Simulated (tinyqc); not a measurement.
Free and trapped electrons in a MOS channel with a dense trap tail: free and trapped charge against gate voltage.

p-type body, charge-sheet picture, full ionisation (an idealisation for deep acceptors), Boltzmann statistics for free electrons. e = Ec - EF at the surface. Acceptor-like traps of density D(E) = D0 + De exp(-E/Ew) at depth E below Ec, from 0 to Eu, hold n_t = integral of D(E)/(1 + exp((e - E)/Vt)). psi = Eg - Vt ln(Nv/Na) - e; N_dep = sqrt(2 eps0 eps_r Na (psi - Vt)/q); n_f = sqrt(N_dep^2 + 2 eps0 eps_r Vt Nc exp(-e/Vt)/q) - N_dep; Vg = Vfb + psi + q (N_dep + n_t + n_f)/Cox, Cox = eps0 eox/tox.

Free share n_f/(n_f + n_t); swing ln 10 n_f/(dn_f/dVg); field-effect mobility mf q (dn_f/dVg)/Cox, for a constant mf; oxide field q (N_dep + n_t + n_f)/(eps0 eox).

Parameters, values chosen for the exercise; band and dielectric values close to those of silicon: temperature T = 250 K; band gap Eg = 1.12 eV; relative permittivity eps_r = 11.5; conduction-band density of states at T Nc = 2.11e19 cm^-3; valence-band density of states at T Nv = 2.01e19 cm^-3; relative permittivity of the insulator eox = 3.9; insulator thickness tox = 34 nm; acceptor density Na = 4.6e16 cm^-3; flat-band voltage without trapped charge Vfb = -0.69 V; constant background density of acceptor-like traps D0 = 1.6e10 cm^-2 eV^-1; density of the tail at the conduction edge De = 4.4e12 cm^-2 eV^-1; decay energy of the tail Ew = 0.13 eV; depth below Ec down to which the traps reach Eu = 0.78 eV; mobility of free electrons mf = 120 cm^2/(V s).

Constants: q = 1.602176634e-19 C, kB = 1.380649e-23 J/K, Vt = kB T/q, eps0 = 8.8541878128e-14 F/cm where lengths are in cm. Results are converted to the units shown.

Result of one run:
```
Vg (V),e (eV),n_f (cm^-2),n_t (cm^-2),free share (%),swing (mV/decade),field-effect mobility (cm^2/(V s)),oxide field (MV/cm)
3.7,0.02004,9.389e11,4.854e11,65.92,3787,108.1,1.006
```

What becomes of these results when the gate voltage Vg is changed from 3.7 to 4.4 V, all else the same?

Result of the changed run:
```
Vg (V),e (eV),n_f (cm^-2),n_t (cm^-2),free share (%),swing (mV/decade),field-effect mobility (cm^2/(V s)),oxide field (MV/cm)
4.4,0.008877,1.346e12,5.107e11,72.49,5251,111.7,1.209
```

The whole series:
```
Vg (V),e (eV),n_f (cm^-2),n_t (cm^-2),free share (%),swing (mV/decade),field-effect mobility (cm^2/(V s)),oxide field (MV/cm)
1,0.3368,7.736e5,5.057e10,0.001530,117.6,0.002868,0.3052
1.7,0.1205,1.512e10,2.456e11,5.797,284.6,23.15,0.4475
2.4,0.05635,2.475e11,3.902e11,38.81,1231,87.60,0.6345
3.1,0.03284,6.042e11,4.529e11,57.16,2567,102.6,0.8335
3.7,0.02004,9.389e11,4.854e11,65.92,3787,108.1,1.006
4.4,0.008877,1.346e12,5.107e11,72.49,5251,111.7,1.209
5.1,5.918e-5,1.763e12,5.279e11,76.96,6746,113.9,1.412
5.8,-0.007248,2.188e12,5.400e11,80.20,8263,115.4,1.616
6.5,-0.01349,2.616e12,5.487e11,82.66,9798,116.4,1.820
```

n_f reaches 1e11 cm^-2 at Vg = 2.05 V, against 1.52 V without traps. The free share rises from 0.00153 to 82.7 % and the field-effect mobility rises from 0.00287 to 116 cm^2/(V s), although mf = 120 is constant: in the last row 97.0 % of Cox dVg goes into free electrons. The swing in the first row is 118 mV a decade (Vt ln 10 = 49.6). For Vg = 3.1, 3.7, 4.4, 5.1, 5.8, 6.5 EF lies less than 2 Vt below the band edge, or above it, where degeneracy and confinement, left out, matter.

Computed by the program tinyqc: `OMP_NUM_THREADS=1 python tinyqc.py 2222107 2222108 out.jsonl`, one thread of a shared Intel Xeon 2.30GHz, about 0.02 s for the whole run.
